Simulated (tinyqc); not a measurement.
Inside a calculation: ellipsoidal valleys in the axes of a wafer and a channel. Values are carried at full precision from step to step, so a last printed digit may differ when a step is redone from the rounded ones.

Valleys with axes a along x, y and z, two valleys each; inverse mass tensor w = 1/mt + (1/ml - 1/mt) a a. Device axes: z = nz/|nz|, x = nx/|nx|, y = z cross x; in them a = (ax, ay, az). Confinement mass mz = 1/w_zz. In the plane w_ij is replaced by u_ij = w_ij - w_iz w_jz/w_zz (i, j = x, y); density-of-states mass md = 1/sqrt(det u); conductivity mass along x mc = 1/u_xx; ballistic transport mass mx = u_yy/det u, width mass my = 1/u_yy.

Constants: hbar^2/2m0 = 3.80998211 eV angstrom^2; kB = 8.617333262e-05 eV/K.

Parameters, chosen for this exercise (near those of the Delta valleys of Si; the results hold for these values, not for the real material): ml = 0.896 m0 (longitudinal mass); mt = 0.196 m0 (transverse mass); nz = (1, 1, 1) (surface normal (confinement)); nx = (1, -1, 0) (channel direction); t = 4.9 nm (thickness of the film); T = 300 K (temperature).

## Device axes and valley axes

Give the rows x, y, z in cubic components and each valley axis in device components.

device axes, rows x, y, z; columns [100], [010], [001]:
```
[[0.7071, -0.7071, 0.0000],
 [0.4082, 0.4082, -0.8165],
 [0.5774, 0.5774, 0.5774]]
```

valley axes, rows x, y, z; columns ax, ay, az:
```
[[0.7071, 0.4082, 0.5774],
 [-0.7071, 0.4082, 0.5774],
 [0.0000, -0.8165, 0.5774]]
```

## Tensors of the valley z

Form w and the reduced tensor u.

w (1/m0), rows x, y, z and columns alike:
```
[[5.1020, 0.0000, 0.0000],
 [0.0000, 2.4447, 1.8790],
 [0.0000, 1.8790, 3.7734]]
```

u (1/m0), rows x, y and columns alike:
```
[[5.1020, 0.0000],
 [0.0000, 1.5091]]
```

The axis is tilted against the normal, so w_xz or w_yz is not zero and the reduction changes the masses in the plane.

## Masses of all valleys

Give mz, md, mc, mx and my.

Masses (m0):
```
valley      mz      md      mc      mx      my
x       0.2650  0.3604  0.4154  0.5460  0.2379
y       0.2650  0.3604  0.4154  0.5460  0.2379
z       0.2650  0.3604  0.1960  0.1960  0.6627
```

mz md^2 = ml mt^2 = 0.03442 for every valley, so a heavy confinement mass comes with a small density of states. On this face all axes make the same angle with the normal.

## Subbands and shares in a film

Hard walls: E_n = c (n pi/t)^2/mz, c = hbar^2/2m0, n = 1, 2, 3. Non-degenerate share of a valley proportional to md sum_n exp(-E_n/kT); mean 1/mc = sum of share/mc. 1 nm = 10 angstrom.

Give the ladders, the shares and the mean conductivity mass.

Subbands:
```
valley  E1 (meV)  E2 (meV)  E3 (meV)  share
x           59.1     236.4     531.9  0.333
y           59.1     236.4     531.9  0.333
z           59.1     236.4     531.9  0.333
```

mean mc = 0.3025 m0

The lowest ladder (x, y and z) holds 100 % of the electrons in these valleys: all valleys have the same mz and md on this face, though not always the same mc.

## Checks

- mz md^2 against ml mt^2: they agree to 1e-10 or better.
- mx my against md^2: they agree to 1e-10 or better.

Run: tinyqc, `OMP_NUM_THREADS=1 python tinyqc.py 1881036 1881037 out.jsonl`; Intel(R) Xeon(R) Processor @ 2.30GHz, one thread, shared host; about 0.01 s of CPU time with all checks.
